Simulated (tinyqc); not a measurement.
# Changing the temperature T

Model: equilibrium and kinetic segregation of a solute to boundaries and growing surfaces. Computed by tinyqc, a small Python program. Command: `OMP_NUM_THREADS=1 python tinyqc.py 3011047 3011048 out.jsonl segreg sweep`. One thread of a shared host (Intel(R) Xeon(R) Processor @ 2.30GHz), about 0.01 s of CPU time with the checks.

Inputs (values chosen for the exercise, modelled on a solute in a copper line):
```
quantity                               value        unit
segregation energy Q                   0.496          eV
interaction z w (positive attracts)   -0.021          eV
total solute fraction x0             0.00012           -
grain size d                              49          nm
boundary thickness delta                0.77          nm
atomic volume Omega                    11.81  angstrom^3
clean boundary energy gamma_0           0.83       J/m^2
mixing                                   0.5           -
```

Isotherm: Fowler-Guggenheim.

Constants: k_B = 8.617333262e-05 eV/K; 1 eV/angstrom^2 = 16.02176634 J/m^2.

Method:
- With theta the solute fraction on boundary sites and x that in the grains, theta/(1 - theta) = [x/(1 - x)] exp[(Q + z w theta)/(k_B T)].
- The coverage theta_inf is that for x = x0. Start at theta = 0; theta(new) = theta + mixing (theta(out) - theta); stop below 1e-10, 80 steps at most.
- Finite grains: boundary sites are the fraction f = 3 delta/d, and x0 = (1 - f) x + f theta; solve both equations for theta; share at boundaries = f theta/x0.
- Gibbs adsorption for this isotherm in a dilute matrix: gamma = gamma_0 + Gam_0 [k_B T ln(1 - theta) + z w theta^2/2], Gam_0 = delta/Omega sites per area.

One run for each value; columns: (1) temperature T (K); (2) coverage theta; (3) fraction x left in the grains; (4) share of solute at boundaries (%); (5) coverage theta_inf; (6) boundary energy gamma (J/m^2):
```
(1)         (2)         (3)     (4)      (5)      (6)
600   0.0025419  1.7398e-07  99.862  0.58151  0.82862
678   0.0025349  5.2304e-07  99.585  0.34055  0.82845
756   0.0025202  1.2484e-06  99.009  0.18628  0.82828
833   0.0024950  2.4980e-06  98.016  0.10445  0.82813
911   0.0024557  4.4420e-06  96.473  0.06145  0.82798
989   0.0024010  7.1475e-06  94.325  0.03851  0.82786
1070  0.0023279  1.0765e-05  91.452  0.02523  0.82775
1140  0.0022526  1.4491e-05  88.493  0.01829  0.82769
1220  0.0021553  1.9304e-05  84.671  0.01322  0.82763
1300  0.0020495  2.4537e-05  80.516  0.00993  0.82760
```

Over the rows, coverage theta falls from 0.00254 to 0.00205 (exponent d ln y / d ln x -0.023 between the first rows and -0.79 between the last); fraction x left in the grains rises from 1.74e-7 to 2.45e-5 (exponent d ln y / d ln x 9.0 between the first rows and 3.8 between the last); share of solute at boundaries (%) falls from 99.9 to 80.5 (exponent d ln y / d ln x -0.023 between the first rows and -0.79 between the last). -k_B d ln(x)/d(1/T) between the first rows is 0.49 eV against Q = 0.496 eV: the boundaries give solute back to the grains on heating.
